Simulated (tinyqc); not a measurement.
The three schemes as the step is halved: finite-difference solution of the diffusion equation on a small grid. Computed by tinyqc, a small Python program. Command: `OMP_NUM_THREADS=1 python tinyqc.py 3019404 3019405 out.jsonl fdiff walk`. One thread of a shared host (Intel(R) Xeon(R) Processor @ 2.30GHz), about 0.01 s of CPU time with the checks.

dC/dt = D d2C/dx2 on nodes x_j = j dx, j = 0..7; the far end is sealed.

Inputs (values chosen for the exercise):

| quantity | value | unit |
|---|---|---|
| diffusivity D | 17 | nm^2/s |
| grid spacing dx | 20 | nm |
| time step dt | 6.8 | s |
| final time t_f | 204 | s |
| loss velocity h | 0.52 | nm/s |

Boundary at x = 0: surface loss. Scheme: Crank-Nicolson.

start values C_j, j = 0, 1, ... (% of a reference): 11.1  13.3  76.1  100  71.9  27.3  0.595  0

Method:
- The operator M acts as (M C)_j = C_(j-1) - 2 C_j + C_(j+1); at the sealed far end a mirror node gives 2 C_(N-2) - 2 C_(N-1); at j = 0, the outward flux h C_0 gives 2 C_1 - (2 + 2 h dx/D) C_0.
- r = D dt/dx^2.
- The mode of M with eigenvalue mu has its amplitude multiplied per step by g = (1 + (1 - theta) r mu)/(1 - theta r mu), with theta = 0 explicit, 1 implicit, 1/2 Crank-Nicolson; the explicit scheme is stable for r up to 2/|mu_min|.
- With r = D dt/dx^2: (1 - theta r M) C(new) = (1 + (1 - theta) r M) C(old); theta = 0 explicit, 1 implicit, 1/2 Crank-Nicolson.
- Each run reaches t_f in n equal steps; errors are the largest difference from exp(M D t_f/dx^2) C(0). A dash marks unstable explicit runs.

largest stable r of the explicit scheme = 0.460304

Largest error at t_f (%):

| steps n | r | explicit | implicit | Crank-Nicolson |
|---|---|---|---|---|
| 4 | 2.1675 | - | 2.4016 | 1.7233e+00 |
| 8 | 1.0837 | - | 1.2288 | 7.4021e-02 |
| 16 | 0.5419 | - | 0.6205 | 1.8607e-02 |
| 32 | 0.2709 | 0.31251 | 0.3114 | 4.6637e-03 |
| 64 | 0.1355 | 0.15623 | 0.1559 | 1.1667e-03 |
| 128 | 0.0677 | 0.07809 | 0.0780 | 2.9171e-04 |
| 256 | 0.0339 | 0.03904 | 0.0390 | 7.2931e-05 |

What follows from these numbers?

From the last two rows, halving the step divides the error by 2.00 (explicit), 2.00 (implicit), 4.00 (Crank-Nicolson): a factor 2 marks first order in dt and 4 second order. The explicit scheme needs n of at least 19 to be stable; the other two are stable at any step.

Extremes, crossings and ranges named in words are read from the listed rows.
